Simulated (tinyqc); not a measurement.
Spin coating of a resist or spin-on film: centrifugal thinning, evaporation and the final thickness (Emslie and Meyerhofer models): one step, computed by the program tinyqc.

A Newtonian film stays uniform over the wafer; solvent and solids have the same density and the concentration is uniform through the thickness.

Problem. The two-stage estimate. Meyerhofer estimate: flow rules until (1 - c0) K h^3 = e, then evaporation alone: h_w = (e/((1 - c0) K))^(1/3), dry film c0 h_w.

Inputs (values chosen for the exercise, of the order of those of a polymer resist in an ester solvent): solids volume fraction c0 = 0.26.

evaporation rate e = 0.2939388 micrometre/s

flow constant K = 3.579161e-04 1/(micrometre^2 s)

Give: wet thickness h_w; dry film, estimate; drying time (1 - c0) h_w/e.

Solution.

wet thickness h_w = 10.353 micrometre

dry film, estimate = 2691.9 nm

drying time (1 - c0) h_w/e = 26.065 s
